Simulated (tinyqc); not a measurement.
Regular and subregular solution with a miscibility gap: one step, computed by the program tinyqc. Command: `OMP_NUM_THREADS=1 python tinyqc.py 3022269 3022270 out.jsonl regsol walk`. One thread of a shared host (Intel(R) Xeon(R) Processor @ 2.30GHz), about 0.02 s of CPU time with the checks.

Per mole of mixing sites: G(x) = x (1 - x) [L0 + L1 (1 - 2x)] + R T [x ln x + (1 - x) ln(1 - x)], x the fraction of B.

Question. Lever rule at x0. Inside the gap the B-rich phase has the fraction f = (x0 - x1)/(x2 - x1), and the gain is (1 - f) G(x1) + f G(x2) - G(x0); outside it one phase remains.

Inputs (values chosen for the exercise, modelled on Ga(1-x)In(x)P): asymmetry L1 = 0 kJ/mol; temperature T = 370 K; overall fraction x0 = 0.2.

solubility limit x1 = 0.008753988

solubility limit x2 = 0.9912460

L0 = 14.80873 kJ/mol

Constants: R = 8.314462618 J/(mol K).

Give: fraction f of the B-rich phase; free energy of decomposition.

Answer.

fraction f of the B-rich phase = 0.1947

free energy of decomposition = -855.9 J/mol
